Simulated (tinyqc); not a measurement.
Convergence with the plane-wave basis: k.p theory built from an empirical-pseudopotential calculation at Gamma.

Empirical pseudopotential on the fcc lattice, atoms at +/- tau, tau = a (1,1,1)/8, no spin-orbit coupling. H(G,G') = c (2 pi/a)^2 |k + G|^2 delta + VS(q) cos(q.tau) + i VA(q) sin(q.tau), q = G - G', c = hbar^2/2m0; k and G in units of 2 pi/a; VS at |q|^2 = 3, 8, 11 and VA at 3, 4, 11, in rydberg, zero elsewhere. The basis holds all G with |G|^2 up to a cut-off. Energies are counted from the fourth level at Gamma.

For a multiplet A of d_A states, W(B) = (4 c/(3 d_A)) sum over n in A, m in B and i = x, y, z of |<n|G_i|m>|^2 (G in 1/angstrom, <n|G_i|m> = sum_G c_n(G)* G_i c_m(G)); the mean inverse mass of A is 1 + sum_B W(B)/(E_A - E_B). Multiplets with W = 0 are left out.

Valence parameters: D(u) = c + 4 c^2 sum_m <n|u.G|m><m|u.G|n'>/(0 - E_m) on the valence triplet, in units of c, has eigenvalues L, M, M along [100] and (L + 2M + 2N)/3, (L + 2M - N)/3 twice along [111]; g1 = -(L + 2M)/3, g2 = -(L - M)/6, g3 = -N/6.

Constants: hbar^2/2m0 = 3.80998211 eV angstrom^2; Ry = 13.60569312 eV.

Inputs chosen for the exercise (out of a larger set: near those of Ge; not measured data):
```
symbol  value                  unit      meaning
a       5.654                  angstrom  lattice constant
VS      (-0.235, 0.01, 0.061)  Ry        symmetric form factors
VA      (0, 0, 0)              Ry        antisymmetric form factors
```

E_s is the lowest empty singlet, Ep its W to the valence triplet, m its mass.

Results:
```
cut-off  plane waves  E_s (eV)  Ep (eV)  m (m0)    g1    g2    g3
8                 27     1.046    20.10  0.0496  8.58  2.79  3.73
11                51     1.225    20.08  0.0576  7.56  2.41  3.19
12                59     1.253    20.07  0.0589  7.54  2.32  3.16
16                65     1.253    20.07  0.0589  7.55  2.32  3.16
19                89     1.244    20.09  0.0585  7.58  2.34  3.18
20               113     1.232    20.10  0.0579  7.63  2.37  3.21
24               137     1.232    20.10  0.0579  7.64  2.37  3.21
```

What can be read from this table?

Against the last row, E_s errs most, by -0.186 eV, at cut-off 8, and by 0.000 eV in the last row but one. Ep varies by 0.1 % over the table and m by 16.1 %: the mass, near E_s/Ep, inherits the errors of both. Local form factors fix the converged values only roughly. The gap is a difference of two levels, so it need not converge steadily, and here it does not.

Program tinyqc; command `OMP_NUM_THREADS=1 python tinyqc.py 1081196 1081197 out.jsonl`; about 0.6 s on one thread of a shared Intel(R) Xeon(R) Processor @ 2.30GHz.
